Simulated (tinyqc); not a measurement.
# Resistance of a source-drain extension with a graded tip, step by step

tinyqc, about 0.05 s, one thread, Intel Xeon 2.30GHz (shared host): `OMP_NUM_THREADS=1 python tinyqc.py 2282087 2282088 out.jsonl` Printed values are rounded.

y runs along the channel, the gate covers y > 0. The doping is N0 for y < y0 and N0 10^(-(y - y0)/la) beyond, uniform over the depth xj. Sheet conductance s(y) = q mu(N) max(N - Nch, 0) xj + (for y > 0) ma Cox Vo, with mu(N) = u0 + (u1 - u0)/(1 + (N/Nr)^au) and Cox = eps0 eox/tox. Current is taken as one-dimensional; depletion of the tip, spreading and the contact are left out. The metallurgical junction lies at yj, where N = Nch.

Values chosen for this exercise; mobility law close to that of holes in silicon:
```
symbol    value        unit                                                               meaning
eox        21.9              relative permittivity of the gate insulator (close to hafnium oxide)
tox         8.1          nm                                                   insulator thickness
N0       2.1e20       cm^-3                      active doping of the extension far from the gate
la          4.6   nm/decade                                                    lateral abruptness
y0         -0.4          nm        position under the gate where the fall begins (gate edge at 0)
xj           29          nm                                                depth of the extension
Nch      1.6e18       cm^-3                                                        channel doping
Vo          0.3           V                                                        gate overdrive
ma           76  cm^2/(V s)                                    mobility of the gate-induced layer
u1        470.5  cm^2/(V s)                                                mobility at low doping
u0         44.9  cm^2/(V s)                                               mobility at high doping
Nr      2.23e17       cm^-3                                                      reference doping
au        0.719                                                                          exponent
Lg           45          nm                                                           gate length
```

Constants: q = 1.602176634e-19 C, eps0 = 8.8541878128e-14 F/cm where lengths are in cm. Results are converted to the units shown.

## Sheet resistances and junction position

yj = y0 + la log10(N0/Nch); sheet resistance of the full extension 1/[q mu(N0)(N0 - Nch) xj] and of the gate-induced layer 1/(ma Cox Vo); metallurgical length Lg - 2 yj; ye is where the doped and the gate-induced conductances are equal.

yj = 9.34326 nm
sheet resistance of the extension = 215.275 ohm/square
sheet resistance of the induced layer = 18321.3 ohm/square
metallurgical length = 26.3135 nm
ye = 8.28749 nm
N at ye = 2.71415e18 cm^-3

The gate takes over 1.06 nm before the junction, where N is still 1.70 times the channel doping.

## Resistance of the overlapped part

Midpoint rule on 9 equal steps from 0 to yj: R_ov = sum h/s(y), per width.

| point | y (nm) | N (cm^-3) | doped conductance (uS) | sheet resistance (ohm/square) |
|---|---|---|---|---|
| 0 | 0.519070 | 1.32563e20 | 2991.73 | 328.266 |
| 1 | 1.55721 | 7.88386e19 | 1832.80 | 529.835 |
| 2 | 2.59535 | 4.68874e19 | 1132.22 | 842.604 |
| 3 | 3.63349 | 2.78852e19 | 704.944 | 1316.61 |
| 4 | 4.67163 | 1.65841e19 | 440.548 | 2019.68 |
| 5 | 5.70977 | 9.86300e18 | 272.937 | 3053.27 |
| 6 | 6.74791 | 5.86579e18 | 162.374 | 4609.24 |
| 7 | 7.78605 | 3.48854e18 | 84.8132 | 7173.89 |
| 8 | 8.82419 | 2.07473e18 | 25.6252 | 12467.8 |

R_ov = 33.575 ohm um

The exact integral is 34.218 ohm um; the coarse sum is 1.9 % below it.
